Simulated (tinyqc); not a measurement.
Strain and the order of the valence edges: six-band k.p model of the valence band of a wurtzite crystal.

At k = 0: E1 = D1c + D2c + Te + Le (pure HH); E2, E3 = Le + u +/- sqrt(u^2 + 2 D3c^2), u = (D1c - D2c + Te)/2, D1c = Dcr, D2c = D3c = Dso/3. The weight of LH in state 2 is fL = (E2 - Le)^2/((E2 - Le)^2 + 2 D3c^2). Relative strengths of transitions to the conduction band: for E perpendicular to c (TE) 1/2, fL/2, (1 - fL)/2; for E along c (TM) 0, 1 - fL, fL, with one momentum element for both directions.

Strain of a c-plane layer: exx = eyy = e_par, ezz = -2 (C13/C33) e_par; Le = D1 ezz + D2 (exx + eyy), Te = D3 ezz + D4 (exx + eyy).

Conduction edge: Ec = (top of the unstrained valence band) + Eg + (a1 + D1) ezz + (a2 + D2)(exx + eyy).
Constants: kB = 8.617333262e-05 eV/K.

Values chosen for the exercise (near those of GaN; not measured data):
- Dcr = 0.0177 eV (crystal-field splitting)
- Dso = 0.017 eV (spin-orbit splitting)
- Eg = 3.489 eV (direct gap at Gamma from the top of the unstrained valence band)
- a1 = -4.67 eV (gap potential along c)
- a2 = -10.79 eV (gap potential in the plane)
- D1 = -3.81 eV
- D2 = 4.63 eV
- D3 = 8.38 eV
- D4 = -4.13 eV
- C13 = 111 GPa
- C33 = 398 GPa
- T = 300 K (temperature)

Edges from the unstrained top. Degree of polarisation (TE - TM)/(TE + TM), each state weighted by exp(E/kT) alone (equal densities of states).

Results:

| e_par (%) | E1 (meV) | E2 (meV) | E3 (meV) | fL | lowest transition (eV) | polarisation |
|---|---|---|---|---|---|---|
| -1.20 | 18.6 | 7.6 | -160.4 | 0.998 | 3.5615 | 0.994 |
| -0.90 | 13.9 | 3.1 | -126.3 | 0.996 | 3.5434 | 0.983 |
| -0.60 | 9.3 | -1.3 | -92.4 | 0.992 | 3.5252 | 0.942 |
| -0.30 | 4.6 | -5.5 | -58.8 | 0.977 | 3.5071 | 0.786 |
| 0.00 | 0.0 | -7.3 | -27.4 | 0.800 | 3.4890 | 0.323 |
| 0.30 | -4.6 | 13.0 | -18.2 | 0.071 | 3.4532 | -0.380 |
| 0.60 | -9.3 | 45.9 | -21.6 | 0.014 | 3.3976 | -0.812 |
| 0.90 | -13.9 | 79.7 | -25.9 | 0.006 | 3.3410 | -0.952 |
| 1.20 | -18.6 | 113.7 | -30.4 | 0.003 | 3.2842 | -0.987 |

E1 = E2 requires Dcr + Te = 0, which here falls at e_par = 0.14 %, inside the sweep: state 1 is on top for smaller e_par and state 2 beyond. The polarisation goes from +0.99 to -0.99 and changes sign between 0.00 and 0.30 %; the lowest transition moves by -116 meV per 1 % on average.

(tinyqc, `OMP_NUM_THREADS=1 python tinyqc.py 1081122 1081123 out.jsonl`, Intel(R) Xeon(R) Processor @ 2.30GHz, 1 thread, shared host, about 0.01 s.)
